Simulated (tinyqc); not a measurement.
Dose and depth of a threshold implant.

Inverse problem. A sheet of D acceptors per cm^2 lies at depth xi inside the depleted layer of a body doped Na. In the depletion approximation VT = Vfb + f2 + q D/Cox + gamma sqrt(f2 + Vsb - q D xi/(eps0 eps_r)), gamma = sqrt(2 eps0 eps_r q Na)/Cox, Cox = eps0 eox/tox. Find gamma, D and xi.

Inputs (values chosen for the exercise); band and dielectric values close to those of silicon: relative permittivity eps_r = 11.5; acceptor density deep in the body Na = 1.7e17 cm^-3; relative permittivity of the gate insulator (close to silicon dioxide) eox = 3.9; insulator thickness tox = 2.4 nm; flat-band voltage Vfb = -0.42 V; band bending 2 phiF at threshold f2 = 0.74 V.

Constants: q = 1.602176634e-19 C, eps0 = 8.8541878128e-14 F/cm where lengths are in cm. Results are converted to the units shown.

VT against the source at Vsb = 0 and 1.4 V (V): 0.49098059  0.59239453

Solution. With y^2 = f2 - q D xi/(eps0 eps_r) and d the difference of the thresholds over gamma, sqrt(y^2 + Vsb) - y = d gives y = (Vsb - d^2)/(2 d). The first threshold then gives D, and y^2 gives xi.

gamma = 0.164 V^0.5
D = 3.30e11 cm^-2
xi = 13.0 nm

Computed by the program tinyqc: `OMP_NUM_THREADS=1 python tinyqc.py 2080080 2080081 out.jsonl`, one thread of a shared Intel Xeon 2.30GHz, about 0.3 s for the whole run.
